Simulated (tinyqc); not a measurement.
Inside a calculation. Model: bandgap voltage reference from two bipolar transistors.

Numbers from tinyqc (`OMP_NUM_THREADS=1 python tinyqc.py 2062038 2062039 out.jsonl`; about 0.02 s on one thread of a shared Intel Xeon 2.30GHz). Printed values are rounded.

Two transistors of area 1 and N carry the same current I. Is(T) = Is (T/T0)^eta exp[(Vg0 q/kB)(1/T0 - 1/T)], VBE1 = Vt ln(I/Is(T)) + I rb, VBE2 = Vt ln(I/(N Is(T))) + I rb/N. The amplifier forces I R1(T) = VBE1 - VBE2 + Vos, with R(T) = R (1 + tc (T - T0)) for both resistors, and the output is Vref = VBE1 + I R2(T). Base currents and the Early effect are neglected.

Inputs (values chosen for the exercise); values of the order met in silicon bipolar transistors:
- T0 = 300 K (reference temperature)
- Vg0 = 1.189 V (band-gap voltage extrapolated to 0 K)
- eta = 3.8 (temperature exponent of the saturation current)
- Is = 1.5e-16 A (saturation current of the unit transistor at T0)
- N = 4 (area ratio of the second transistor)
- R1 = 3.3 kohm (resistor across which the difference of VBE falls, at T0)
- tc = 1700 ppm/K (temperature coefficient of both resistors)
- Vos = 1.4 mV (offset of the amplifier)
- rb = 0 ohm (series resistance of the unit transistor)
- R2 = 59.57 kohm (output resistor at T0)
- T = 358 K (temperature)

Constants: q = 1.602176634e-19 C, kB = 1.380649e-23 J/K. Results are converted to the units shown.

## Operating point at the reference temperature

Vt = kB T/q; I = (Vt ln N + Vos)/(R1(T) - rb (1 - 1/N)). Evaluate at T = T0.

Vt = 0.0258520 V
I = 11.2844 uA
Is(T) = 1.5e-16 A
VBE1 = 0.647432 V
I R2 = 0.672211 V
Vref = 1.31964 V

## Operating point at another temperature

Vt = kB T/q; I = (Vt ln N + Vos)/(R1(T) - rb (1 - 1/N)).

Vt = 0.0308501 V
I = 12.1828 uA
Is(T) = 5.05649e-13 A
VBE1 = 0.524372 V
I R2 = 0.797286 V
Vref = 1.32166 V

From T0 to T, VBE1 changes by -123 mV and I R2 by 125 mV, which leaves 2.01 mV in Vref.

## Resistor for zero slope at T0, ideal case

With tc = 0, Vos = 0 and rb = 0 the current is proportional to T, dVBE/dT = (VBE - Vg0 - (eta - 1) Vt)/T, and Vref has zero slope at T0 when Vref = Vg0 + (eta - 1) Vt0. Find VBE1, its slope, that Vref, R2/R1 and the curvature d2Vref/dT2 = -(eta - 1) kB/(q T0).

VBE1 = 0.646442 V
dVBE/dT = -2.04981 mV/K
Vref = 1.26139 V
R2/R1 = 17.1588
curvature = -0.804284 uV/K^2
